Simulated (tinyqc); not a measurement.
Extrapolating accelerated tests: lateral field, substrate current, probability of reaching the oxide barrier and hot-carrier lifetime of a silicon transistor (pseudo-two-dimensional and lucky-electron models). Computed by tinyqc, a small Python program. Command: `OMP_NUM_THREADS=1 python tinyqc.py 3005794 3005795 out.jsonl hotcar walk`. One thread of a shared host (Intel(R) Xeon(R) Processor @ 2.30GHz), about 0.01 s of CPU time with the checks.

Local-field models: a lucky carrier gains its energy at the peak field over a path free of collisions. Voltages are magnitudes.

Inputs (values chosen for the exercise, modelled on a silicon p-channel):

| quantity | value | unit |
|---|---|---|
| channel length L | 200 | nm |
| oxide thickness t | 4.3 | nm |
| junction depth x_j | 31 | nm |
| mobility mu | 100 | cm^2/(V s) |
| saturation velocity v_s | 0.68 | 1e7 cm/s |
| threshold voltage V_T | 0.43 | V |
| gate voltage V_G | 1.5 | V |
| drain voltage V_D | 2.6 | V |
| ionisation prefactor A_i | 7.7e+06 | 1/cm |
| ionisation field B_i | 3.6 | MV/cm |
| hot-carrier mean free path lambda | 5.2 | nm |
| oxide barrier phi_b | 4.6 | eV |
| interface-trap threshold phi_it | 4.4 | eV |
| lifetime constant H | 200 | s microampere/micrometre |
| length of the depleted extension L_n | 11 | nm |

Drain: lightly doped extension.

Constants: eps_0 = 8.8541878128e-12 F/m.

Method:
- C_ox = 3.9 eps_0/t; F_sat = 2 v_s/mu; V_Dsat = V_ov F_sat L/(V_ov + F_sat L), V_ov = V_G - V_T; I_D/W = C_ox v_s (V_ov - V_Dsat).
- Scale length l = 0.22 t^(1/3) x_j^(1/2) (all in cm); F_m = sqrt(((V_D - V_Dsat)/l_e)^2 + F_sat^2), with l_e = l + L_n; length of the velocity-saturated region l_e ln((V_D - V_Dsat)/(l_e F_sat) + F_m/F_sat).
- Substrate current I_sub/I_D = (A_i/B_i)(V_D - V_Dsat) exp(-B_i/F_m); probability of reaching the oxide barrier exp(-phi_b/(e lambda F_m)); lifetime tau = (H/(I_D/W)) exp(phi_it/(e lambda F_m)).
- V_10 solves tau = 3.156e8 s at the given V_G. The extrapolation fits ln(tau) against 1/V_D at 1, 1.08, 1.16 and 1.25 times the given V_D (rounded to 3 digits) by least squares and reads off the same tau.

V_Dsat = 0.767916 V

Stress points:

| V_D (V) | 1/V_D (1/V) | tau (s) |
|---|---|---|
| 2.60 | 0.38462 | 6.5574e+07 |
| 2.81 | 0.35587 | 1.1956e+07 |
| 3.02 | 0.33113 | 2.9077e+06 |
| 3.25 | 0.30769 | 7.9632e+05 |

ten-year drain voltage V_10 = 2.4375 V

V_10 from the 1/V_D extrapolation = 2.4246 V

What does the comparison show, and why?

The extrapolation is 13 mV below the true value: ln(tau) is nearly linear in 1/(V_D - V_Dsat), not in 1/V_D, so the straight line errs on the safe side when one extrapolates down. At V_10 the available energy e V_D is below phi_it, so the model understates the lifetime there.

Extremes, crossings and ranges named in words are read from the listed rows.
